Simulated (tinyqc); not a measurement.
# Thickness from two neighbouring fringes

Question. At normal incidence a transparent film with an index between those of air and substrate, taken as constant, has reflectance minima at 2 n1 d = (m + 1/2) lam (small phase shifts at the substrate neglected). Find d and the order m of the shorter wavelength.

Parameters, values chosen for the exercise: index of the transparent film n1 = 1.628.

wavelengths of two neighbouring reflectance minima (nm): 559  624.76471

Solution. Neighbouring orders differ by one: 2 n1 d (1/lam1 - 1/lam2) = 1.

d = 1.63e3 nm
m = 9

tinyqc, about 0.2 s, one thread, Intel Xeon 2.30GHz (shared host): `OMP_NUM_THREADS=1 python tinyqc.py 2870205 2870206 out.jsonl`
